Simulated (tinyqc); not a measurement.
Gate-all-around wire with two subbands, quantum capacitance: one step of the calculation.

phi is the Fermi level above the lowest subband edge, in volts; Vg is counted from the gate voltage at which an empty wire would have phi = 0. Both directions of motion are filled (equilibrium).

Task. Gate capacitance. Cox = 2 pi eps0 eox/ln(1 + tox/rw) per length.

Inputs (values chosen for the exercise):
- eox = 21.7 (relative permittivity of the gate insulator (close to hafnium oxide))
- tox = 3.6 nm (insulator thickness)
- rw = 3.1 nm (radius of the wire)

Constants: eps0 = 8.8541878128e-14 F/cm where lengths are in cm. Results are converted to the units shown.

Wanted: Cox.

Result.

Cox = 15.66 pF/cm

Numbers from tinyqc (`OMP_NUM_THREADS=1 python tinyqc.py 2200048 2200049 out.jsonl`; about 0.01 s on one thread of a shared Intel Xeon 2.30GHz).
